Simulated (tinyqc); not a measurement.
## Hot electrons in a saturated n-channel MOSFET, lucky-electron model: effect of the oxide thickness

Beyond pinch-off the lateral field grows as Esat cosh(y/l) over the velocity-saturated region (pseudo-two-dimensional model). Impact ionisation in this region gives the substrate current, which biases the body forward through Rsub. Currents are per width. Local-field laws: they overstate ionisation when the field peak is narrower than an energy relaxation length.

Cox = 3.9 eps0/tox, l = sqrt(3 tox xj), Esat = 2 vs/mu. Overdrive g = Vg - VT + kb Vb; Vdsat = g Esat L/(g + Esat L); Id = Cox vs (g - Vdsat); dV = Vd - Id Rd - Vdsat; Em = sqrt((dV/l)^2 + Esat^2); Isub = Id (Ai/Bi) l Em exp(-Bi/Em). Vb = Rsub Isub is solved self-consistently. Lifetime tau = (Hl/Id)(Isub/Id)^(-m); 1 year = 3.15576e7 s.

Parameters, values chosen for the exercise; values close to those of silicon n-channel devices: channel length L = 0.35 um; junction depth xj = 120 nm; threshold VT = 0.46 V; effective mobility mu = 420 cm^2/(V s); saturation velocity vs = 9.7e6 cm/s; ionisation prefactor Ai = 2e6 1/cm; ionisation field Bi = 1.76 MV/cm; resistance of the lightly doped drain Rd = 400 ohm um; substrate resistance Rsub = 4200 ohm um; fall of VT per volt of forward body bias kb = 0.46; lifetime exponent m = 3; lifetime constant Hl = 2000 s uA/um; drain voltage Vd = 2.5 V; gate voltage Vg = 1.6 V.

Constants: eps0 = 8.8541878128e-14 F/cm where lengths are in cm. Results are converted to the units shown.

Effect of the oxide thickness:
```
tox (nm)  Id (uA/um)  Em (MV/cm)  Isub (uA/um)    Isub/Id  tau (years)
4.9           329.54     0.40599        8.3656   0.025386     0.011755
6.1           262.00     0.37071        4.4853   0.017120     0.048210
7.6           209.04     0.33704        2.2602   0.010812      0.23986
9.4           168.49     0.30662        1.0978  0.0065159       1.3597
12            131.75     0.27450       0.44356  0.0033667       12.605
14            112.87     0.25580       0.23936  0.0021208       58.867
18            87.747     0.22788      0.080903  9.2200e-4       921.52
```

As tox goes from 4.9 to 18 nm, Em falls from 0.406 to 0.228 MV/cm, Isub falls from 8.37 to 0.0809 uA/um and tau rises from 0.0118 to 922 years. From the first row to the last, log10(tau) changes by 4.9: 4.3 from (Isub/Id)^(-m), which holds Em and l, and 0.57 from 1/Id.

Computed by the program tinyqc: `OMP_NUM_THREADS=1 python tinyqc.py 2550084 2550085 out.jsonl`, one thread of a shared Intel Xeon 2.30GHz, about 0.01 s for the whole run.
